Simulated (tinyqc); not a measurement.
Long-channel MOSFET, surface-potential model: one step of the calculation.

n-channel transistor on a uniformly doped p-type body, gradual-channel approximation, constant mobility, Boltzmann statistics, full ionisation. Potentials are counted from the neutral body; V is the electron quasi-Fermi potential, Vsb at the source and Vsb + Vds at the drain. Charges are magnitudes per area.

Problem. Surface potential at the source by Newton steps. With V = Vsb: G = psi - Vt + Vt e, e = exp((psi - 2 phiF - Vsb)/Vt); f = Vgs + Vsb - Vfb - psi - gamma sqrt(G); f' = -1 - gamma (1 + e)/(2 sqrt(G)); psi(new) = psi - f/f'.

Inputs (values chosen for the exercise); material values close to those of 4H silicon carbide: temperature T = 300 K; flat-band voltage Vfb = -2.51 V; source-body reverse bias Vsb = 2 V; gate-source voltage Vgs = 1.83 V.

Constants: q = 1.602176634e-19 C, kB = 1.380649e-23 J/K, Vt = kB T/q. Results are converted to the units shown.

psi after iteration 1 = 5.8328335 V
phiF = 1.4010271 V
gamma = 0.039666482 V^0.5

Give: G; f; f'; psi after iteration 2.

Solution.

G = 5.3558e15 V
f = -2.9029e6 V
f' = -5.6145e7
psi after iteration 2 = 5.7811 V

The value that enters this step is an overshoot, farther from the solution than the start was, so its intermediate quantities are not physical.

tinyqc, about 0.08 s, one thread, Intel Xeon 2.30GHz (shared host): `OMP_NUM_THREADS=1 python tinyqc.py 2360111 2360112 out.jsonl`
